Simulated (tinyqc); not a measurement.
Rapid thermal processing of a wafer: radiative balance, ramp and cooling, pattern effects, pyrometer error and spike budget. From natural cooling rate back to reflectivity of the chamber walls r. Computed by tinyqc, a small Python program. Command: `OMP_NUM_THREADS=1 python tinyqc.py 3111062 3111063 out.jsonl rtp inv`. One thread of a shared host (Intel(R) Xeon(R) Processor @ 2.30GHz), about 0.07 s of CPU time with the checks.

The wafer is opaque and uniform through its thickness unless said otherwise; temperatures in formulas are in kelvin (C + 273.15). sigma = 5.670374419e-12 W/(cm^2 K^4).

Inputs (values chosen for the exercise, modelled on a hot silicon wafer):

| quantity | value | unit |
|---|---|---|
| wafer thickness d | 625 | micrometre |
| heat capacity per volume C | 2.13 | J/(cm^3 K) |
| thermal conductivity k | 0.22 | W/(cm K) |
| emissivity eps of each face | 0.59 | - |
| gas heat-transfer coefficient h, both faces together | 0.71 | mW/(cm^2 K) |
| wall temperature T_w | 300 | K |
| process temperature | 830 | C |
| ramp rate | 60 | K/s |

Method. Effective emissivity between parallel grey plates: eps_eff = 1/(1/eps + 1/(1 - r) - 1). Loss per area q(T) = 2 eps_eff sigma (T^4 - T_w^4) + h (T - T_w). Absorbed power during a ramp = q(T) + C d x ramp rate; thermal time constant tau = C d/(dq/dT), dq/dT = 8 eps_eff sigma T^3 + h; natural cooling rate q/(C d); front-to-back difference under one-sided heating at the end of the ramp = (absorbed power) d/(2 k).

Question. A run gave the result below. Find the reflectivity of the chamber walls r, known to lie between 0.079 and 0.19.

natural cooling rate = 73.18338 K/s

Answer.

Each step takes the trial c = (a f_b - b f_a)/(f_b - f_a), f being the result less the target and a, b, c the logarithms of the listed values; c replaces end b, the old b replaces a if the sign of f changed, and otherwise f_a is halved.

Scan of the range:

| reflectivity of the chamber walls r | natural cooling rate (K/s) |
|---|---|
| 0.0790 | 74.7446 |
| 0.0914 | 74.1631 |
| 0.1060 | 73.4705 |
| 0.1230 | 72.6531 |
| 0.1420 | 71.7251 |
| 0.1640 | 70.6313 |
| 0.1900 | 69.3110 |

False position (Illinois rule, in the logarithm of the input) inside the bracket:

| step | end a | end b | trial | natural cooling rate (K/s) |
|---|---|---|---|---|
| 1 | 0.106000 | 0.123000 | 0.111686 | 73.1985 |
| 2 | 0.123000 | 0.111686 | 0.111984 | 73.1841 |
| 3 | 0.123000 | 0.111984 | 0.112014 | 73.1827 |
| 4 | 0.111984 | 0.112014 | 0.112000 | 73.1834 |

Natural cooling rate falls at every point of a 13-point scan of the range (every second point is shown), so one value fits; it is bracketed by 0.106 and 0.123. Answer: reflectivity of the chamber walls r = 0.1120.
